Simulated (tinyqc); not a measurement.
Which roughness does what: X-ray reflectivity of a thin film on silicon: critical angles, Parratt recursion, fringes and roughness. Computed by tinyqc, a small Python program. Command: `OMP_NUM_THREADS=1 python tinyqc.py 3120808 3120809 out.jsonl xrr walk`. One thread of a shared host (Intel(R) Xeon(R) Processor @ 2.30GHz), about 0.01 s of CPU time with the checks.

n = 1 - delta + i beta; the classical electron radius is r_e = 2.8179403e-6 nm. Layer 0 is vacuum, 1 the film, 2 the substrate.

Inputs (values chosen for the exercise, modelled on SiO2 on silicon, copper K-alpha radiation):
```
quantity                                        value     unit
wavelength lambda                             0.15406       nm
film density rho                                 2.29   g/cm^3
effective electrons per unit mass, film         0.503    mol/g
beta/delta, film                                0.014        -
film thickness d                                 13.3       nm
roughness of the surface sigma_1                 0.12       nm
roughness of the interface sigma_2               0.68       nm
substrate density                                2.33   g/cm^3
effective electrons per unit mass, substrate    0.507    mol/g
beta/delta, substrate                           0.023        -
grazing angle theta                              1.77  degrees
```

Constants: N_A = 6.02214076e+23 1/mol.

Method:
- delta = r_e lambda^2 rho_e/(2 pi), rho_e = density x electrons per mass x N_A; critical angle sqrt(2 delta), q_c = 4 sqrt(pi r_e rho_e).
- k_j = (2 pi/lambda) sqrt(sin^2 theta - 2 delta_j + 2 i beta_j); r_ij = (k_i - k_j)/(k_i + k_j) x exp(-2 k_i k_j sigma^2) (Nevot-Croce); r = (r_01 + r_12 p)/(1 + r_01 r_12 p), p = exp(2 i k_1 d); R = |r|^2.
- Far above the critical angle the period is d theta = lambda/(2 d), or 2 pi/d in q; the envelope runs between (|r_01| - |r_12 p|)^2 and (|r_01| + |r_12 p|)^2; contrast = 2 a b/(a^2 + b^2) with a = |r_01|, b = |r_12 p|; roughness factors on the amplitudes are about exp(-q^2 sigma^2/2).
- R is averaged over one period above each angle (64 points); contrast = (max - min)/(max + min) of R theta^4 over that period. Cases: smooth; only sigma_1; only sigma_2; both.

period in theta = 0.331842 degrees

Constants:
```
layer      rho_e (1/nm^3)        delta         beta  critical angle (degrees)  q_c (1/nm)
film              693.672  7.38390e-06  1.03375e-07                  0.220181    0.313457
substrate         711.402  7.57263e-06  1.74170e-07                  0.222977    0.317437
```

Mean R and contrast:
```
theta (degrees)    R smooth  contrast  R, sigma_1  contrast, sigma_1  R, sigma_2  contrast, sigma_2     R, both  contrast, both
0.8              1.9799e-04  0.046688  1.9317e-04           0.043265  1.9836e-04           0.028310  1.9353e-04        0.029589
1.2              4.5894e-05  0.057604  4.3583e-05           0.066273  4.5905e-05           0.023969  4.3593e-05        0.031958
1.8              1.0217e-05  0.053677  9.1504e-06           0.047795  1.0248e-05           0.008725  9.1812e-06        0.019184
2.5              2.9790e-06  0.054213  2.4284e-06           0.070239  2.9823e-06           0.002055  2.4314e-06        0.025151
3.5              8.2640e-07  0.054488  5.6044e-07           0.081782  8.2663e-07           0.000106  5.6061e-07        0.034825
```

What follows from these numbers?

At 2.5 degrees sigma_1 alone multiplies the mean R by 0.82 and sigma_2 alone by 1.0; the contrast goes from 0.05 (smooth) to 0.07 and 0.00.
